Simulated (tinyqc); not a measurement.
A finite superlattice with mass mismatch, transfer matrices: one step of the calculation.

One electron of energy E comes from the left lead (band edge 0); no transverse momentum. Parabolic bands, masses in units of m0, C = hbar^2/(2 m0); psi and psi'/m are continuous at every interface. N periods of a barrier d1 followed by a well Lw; the right lead equals the left one.

Task. N periods by the Chebyshev identity. x = (M11 + M22)/2 of one period. For |x| < 1 the energy lies in a miniband and cos(th) = x; for |x| > 1 it lies in a gap and cosh(g) = |x|. M^N = U_(N-1)(x) M - U_(N-2)(x) 1, with U_n = sin((n + 1) th)/sin th in a band and sign(x)^n sinh((n + 1) g)/sinh g in a gap.

Values chosen for this exercise: number of periods N = 7.

M of one period:
```
	1	2
1	-0.90934745	-0.063049246
2	-31.223941	-3.2645893
```

Give: x; g; U_(N-1); U_(N-2); M^N.

Result.

x = -2.0870
g = 1.3658
U_(N-1) = 3873.7
U_(N-2) = -988.51

M^N:
```
	1	2
1	-2534.1	-244.24
2	-1.2095e5	-11658
```

The energy lies in a gap: for large N each further period divides T(E) by exp(2 g) = 15.4.

Range of the model: Masses are held fixed, although real bands cease to be parabolic a few tenths of an eV from their edges (inside a barrier too).

Program tinyqc, `OMP_NUM_THREADS=1 python tinyqc.py 2560047 2560048 out.jsonl`; Intel Xeon 2.30GHz, shared host, one thread, about 0.01 s.
